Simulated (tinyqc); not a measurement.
Worked calculation: empirical pseudopotential in a few plane waves. One step of it, computed by the program tinyqc.

Problem. Levels at k. Diagonalise the Hermitian matrix.

H(k) at k (eV):
```
           +0+0+0     -1-1-1     -1-1+1     -1+1-1     -1+1+1     +1-1-1     +1-1+1     +1+1-1
+0+0+0   1.513807   2.126170  -2.126170  -2.126170  -2.126170  -2.126170  -2.126170  -2.126170
-1-1-1   2.126170  19.281078   0.000000   0.000000  -0.734707   0.000000  -0.734707  -0.734707
-1-1+1  -2.126170   0.000000  18.922143   0.734707   0.000000   0.734707   0.000000   0.000000
-1+1-1  -2.126170   0.000000   0.734707   9.051437   0.000000   0.734707   0.000000   0.000000
-1+1+1  -2.126170  -0.734707   0.000000   0.000000   8.692503   0.000000   0.734707   0.734707
+1-1-1  -2.126170   0.000000   0.734707   0.734707   0.000000  21.255219   0.000000   0.000000
+1-1+1  -2.126170  -0.734707   0.000000   0.000000   0.734707   0.000000  20.896284   0.734707
+1+1-1  -2.126170  -0.734707   0.000000   0.000000   0.734707   0.000000   0.734707  11.025579
+1+1+1   2.126170   0.000000  -0.734707  -0.734707   0.000000  -0.734707   0.000000   0.000000
-2+0+0   0.000000  -2.126170  -2.126170  -2.126170   2.126170   0.365586  -0.365586  -0.365586
+0-2+0   0.000000  -2.126170  -2.126170   0.365586  -0.365586  -2.126170   2.126170  -0.365586
+0+0-2   0.000000  -2.126170   0.365586  -2.126170  -0.365586  -2.126170  -0.365586   2.126170
+0+0+2   0.000000  -0.365586   2.126170  -0.365586  -2.126170  -0.365586  -2.126170   0.365586
+0+2+0   0.000000  -0.365586  -0.365586   2.126170  -2.126170  -0.365586   0.365586  -2.126170
+2+0+0   0.000000  -0.365586  -0.365586  -0.365586   0.365586   2.126170  -2.126170  -2.126170

           +1+1+1     -2+0+0     +0-2+0     +0+0-2     +0+0+2     +0+2+0     +2+0+0
+0+0+0   2.126170   0.000000   0.000000   0.000000   0.000000   0.000000   0.000000
-1-1-1   0.000000  -2.126170  -2.126170  -2.126170  -0.365586  -0.365586  -0.365586
-1-1+1  -0.734707  -2.126170  -2.126170   0.365586   2.126170  -0.365586  -0.365586
-1+1-1  -0.734707  -2.126170   0.365586  -2.126170  -0.365586   2.126170  -0.365586
-1+1+1   0.000000   2.126170  -0.365586  -0.365586  -2.126170  -2.126170   0.365586
+1-1-1  -0.734707   0.365586  -2.126170  -2.126170  -0.365586  -0.365586   2.126170
+1-1+1   0.000000  -0.365586   2.126170  -0.365586  -2.126170   0.365586  -2.126170
+1+1-1   0.000000  -0.365586  -0.365586   2.126170   0.365586  -2.126170  -2.126170
+1+1+1  10.666644  -0.365586  -0.365586  -0.365586  -2.126170  -2.126170  -2.126170
-2+0+0  -0.365586  17.486404   0.734707   0.734707  -0.734707  -0.734707   0.000000
+0-2+0  -0.365586   0.734707  29.690186   0.734707  -0.734707   0.000000  -0.734707
+0+0-2  -0.365586   0.734707   0.734707  19.819480   0.000000  -0.734707  -0.734707
+0+0+2  -2.126170  -0.734707  -0.734707   0.000000  19.101611   0.734707   0.734707
+0+2+0  -2.126170  -0.734707   0.000000  -0.734707   0.734707   9.230905   0.734707
+2+0+0  -2.126170   0.000000  -0.734707  -0.734707   0.734707   0.734707  21.434687
```

Give: eigenvalues.

Solution.

eigenvalues (eV): -0.7377  5.1984  7.7309  7.9302  11.6494  12.6487  15.7093  16.4643  17.7167  18.5418  22.0425  22.6294  23.6487  24.7458  32.1497
